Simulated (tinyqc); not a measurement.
Biaxially strained (001) channel, valley splitting in an inversion layer: two steps of the calculation.

A thin layer grown on a relaxed buffer is stretched in the plane. The two valleys with their long axis along the growth direction (D2) sink against the four in-plane ones (D4); confinement in a triangular well splits them too. Only the lowest subband of each set is kept; one relaxation time, so the weakening of intervalley scattering is left out.

Parameters, values chosen for the exercise; values close to those of silicon on relaxed silicon-germanium: temperature T = 293 K; germanium share of the relaxed buffer x = 0.1; lattice mismatch per unit x b1 = 0.0418; elastic constant c11 = 168 GPa; elastic constant c12 = 65.4 GPa; longitudinal mass ml = 0.905 m0; transverse mass mt = 0.192 m0; inversion density Ns = 2.5e12 cm^-2; Burgers vector bv = 0.384 nm.

Constants: q = 1.602176634e-19 C, kB = 1.380649e-23 J/K, Vt = kB T/q. Results are converted to the units shown.

Problem 1. Critical thickness by substitution. Critical thickness (Matthews-Blakeslee, 60-degree dislocations): h = bv (1 - nu/4)[ln(h/bv) + 1]/(4 pi e_par (1 + nu)), nu = c12/(c11 + c12). The right side gives h(new); e_par = b1 x.

h at the start = 10 nm

Wanted: h after iteration 1.

Solution 1.

h after iteration 1 = 22.62 nm

Problem 2. Share of the light valleys and conductivity mass. EF solves Ns = N2 ln(1 + exp((EF - E2)/Vt)) + N4 ln(1 + exp((EF - E4)/Vt)); f2 is the share in D2, and 1/mc = f2/mt + (1 - f2)(1/mt + 1/ml)/2.

EF = 0.16877079 eV
E2 = 0.17289155 eV
N2 = 4.0501297e12 cm^-2

Wanted: f2; mc.

Solution 2.

f2 = 0.9961
mc = 0.1923 m0

Numbers from tinyqc (`OMP_NUM_THREADS=1 python tinyqc.py 2530119 2530120 out.jsonl`; about 0.01 s on one thread of a shared Intel Xeon 2.30GHz).
